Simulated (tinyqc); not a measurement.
Stark shift: quantum well in an electric field by finite differences.

Finite differences on points z_i at the centres of cells of width h: H_ii = (c/h^2)(1/m_(i-1/2) + 1/m_(i+1/2)) + V_i, H_(i,i+1) = -(c/h^2)/m_(i+1/2), where m_(i+1/2) is the mean of the masses at the two points (the end values are repeated outwards), psi = 0 on the points beyond both ends, c = hbar^2/2m0. The field adds e F (z - z0) with z0 the middle of the structure; 1 kV/cm = 1e-5 eV/angstrom.

Constants: hbar^2/2m0 = 3.80998211 eV angstrom^2.

Inputs chosen for the exercise (out of a larger set: near those of a non-polar GaN well in AlGaN; not measured data):
```
symbol  value                                                   unit      meaning
layers  ((28, 0.255, 0.22), (42, 0, 0.198), (28, 0.255, 0.22))            each layer: thickness in angstrom, band edge in eV, mass in m0
hf      0.4375                                                  angstrom  cell width of the fine grid
Fs      (0, 33.3, 66.7, 100, 133, 167, 200)                     kV/cm     fields
```

Fine grid. Perturbation theory: dE1 = e F z_11 - beta (e F)^2 with beta = sum_j z_1j^2/(E_j - E_1) over the 13 next levels at zero field, z from z0.

Levels against field:
```
F (kV/cm)  E1 (eV)  E2 (eV)  dE1 (meV)  second order (meV)  <z - z0> (angstrom)  E2 - E1 (meV)
0           0.0514   0.1919       0.00                0.00                  0.0          140.5
33.3        0.0513   0.1918      -0.11               -0.11                 -0.6          140.5
66.7        0.0510   0.1917      -0.43               -0.43                 -1.3          140.7
100         0.0504   0.1914      -0.96               -0.96                 -1.9          141.0
133         0.0497   0.1911      -1.70               -1.70                 -2.5          141.4
167         0.0487   0.1906      -2.67               -2.68                 -3.2          141.8
200         0.0476   0.1900      -3.83               -3.85                 -3.8          142.4
```

z_11 = 0.00 angstrom
beta = 961.5 angstrom^2/eV

At zero field the state is centred, so the shift starts as F^2; it turns linear only if the state is pulled to one side. At 200 kV/cm E1 has moved by -3.83 meV, where second order gives -3.85 meV; they differ by 0.5 % there. The electron moves by -3.8 angstrom, against the rise of the potential. From 133 kV/cm on E2 lies above the lowest point of the outer barrier, so it is a resonance or a state of the finite grid, held or pushed up by its ends. E2 - E1 grows with the field; the ends are 140.5 and 142.4 meV.

tinyqc: `OMP_NUM_THREADS=1 python tinyqc.py 1251840 1251841 out.jsonl`; about 0.03 s, one thread, shared Intel(R) Xeon(R) Processor @ 2.30GHz.
